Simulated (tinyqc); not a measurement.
Trench capacitor in an array: capacitance, non-linearity, leakage and relaxation: two steps of the calculation.

A film between two metal electrodes, each interface adding a series capacitance ci. The small-signal permittivity is ek (1 + aq E^2); the field is found with the linear permittivity. Leakage J = J0 sinh(E/Ef). After a voltage step the film passes a relaxation current kr C V tt^(-nr), tt being the time in seconds. The sidewall is a coaxial capacitor with radii a = dm/2 - t and b = dm/2, depth AR dm; the end face is left out.

Inputs (values chosen for the exercise); permittivity of the order of that of hafnium oxide:
- ek = 19.7 (relative permittivity of the film)
- t = 19 nm (film thickness)
- ci = 1000 uF/cm^2 (capacitance of each electrode interface (dead layer and screening))
- aq = 0.0053 cm^2/MV^2 (quadratic field coefficient of the permittivity)
- V = 1 V (bias)
- J0 = 3.8e-10 A/cm^2 (leakage prefactor)
- Ef = 0.18 MV/cm (field for an e-fold rise of the leakage)
- dm = 210 nm (diameter of the hole)
- AR = 10 (aspect ratio, depth over diameter)
- pt = 420 nm (pitch of the square array)
- rho = 180 uohm cm (resistivity of the inner electrode)

Constants: eps0 = 8.8541878128e-14 F/cm where lengths are in cm. Results are converted to the units shown.

Question 1. Planar capacitance, field and non-linearity. Planar film: Cf = eps0 ek/t, 1/C = 1/Cf + 2/ci, EOT = 3.9 eps0/C, effective permittivity C t/eps0, E = (V/t) C/Cf; quadratic coefficient [C(V)/C - 1]/V^2 with Cf (1 + aq E^2) in C(V).

Give: Cf; C; EOT; effective permittivity; E; quadratic coefficient; J.

Answer 1.

Cf = 0.9180 uF/cm^2
C = 0.9164 uF/cm^2
EOT = 3.768 nm
effective permittivity = 19.66
E = 0.5254 MV/cm
quadratic coefficient = 1460 ppm/V^2
J = 3.508e-9 A/cm^2

The interfaces take 0.183 % of the voltage.

Question 2. Cell capacitance, fields and time constant. Per length 1/c = ln(b/a)/(2 pi eps0 ek) + (1/a + 1/b)/(2 pi ci); cell capacitance c AR dm; per footprint over pt^2; fields c V/(2 pi eps0 ek r) at r = a and b; resistance of the inner electrode rho AR dm/(pi a^2); time constant R C/3 of the distributed line.

Find: a; b; cell capacitance; capacitance per footprint; field at a; field at b; R; R C/3.

Answer 2.

a = 86.00 nm
b = 105.0 nm
cell capacitance = 11.51 fF
capacitance per footprint = 6.524 uF/cm^2
field at a = 0.5814 MV/cm
field at b = 0.4762 MV/cm
R = 0.1627 kohm
R C/3 = 0.6241 ps

The array gives 7.12 times the planar capacitance per footprint; curvature makes the field at the inner electrode 1.11 times the planar value.

tinyqc, about 0.01 s, one thread, Intel Xeon 2.30GHz (shared host): `OMP_NUM_THREADS=1 python tinyqc.py 2102054 2102055 out.jsonl`
